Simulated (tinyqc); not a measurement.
Worked calculation: Hubbard chain of 5 sites. One step of it, computed by the program tinyqc.

Task: Mean-field iteration 1. H(up) = T + U n(down), H(down) = T + U n(up); fill the lowest levels; n(new) = n + mixing (n(out) - n); E = tr T (rho up + rho down) + U sum n_up n_down of the output.

one-body matrix (hopping and site energies) (eV), lower triangle:
```
           1          2          3          4         5
1   0.000000
2  -0.530000   0.000000
3   0.000000  -0.530000   0.000000
4   0.000000   0.000000  -0.530000   0.000000
5   0.000000   0.000000   0.000000  -0.530000  0.000000
```

U = 9.900000 eV

electrons, up and down: 3  2

mixing = 0.200000

n(up) at the start (a guess, not normalised): 1 0.650000, 2 0.550000, 3 0.650000, 4 0.550000, 5 0.650000

n(down) at the start (a guess): 1 0.350000, 2 0.450000, 3 0.350000, 4 0.450000, 5 0.350000

Give: levels, up; levels, down; energy; n(up) after iteration 1; n(down) after iteration 1.

Result:

levels, up (eV): 2.9171  3.2348  3.4650  4.6852  5.0029

levels, down (eV): 4.8971  5.2148  6.4350  6.6652  6.9829

energy = 4.4703 eV

n(up) after iteration 1: 1 0.6954, 2 0.4821, 3 0.6850, 4 0.4821, 5 0.6954

n(down) after iteration 1: 1 0.3046, 2 0.5179, 3 0.3150, 4 0.5179, 5 0.3046
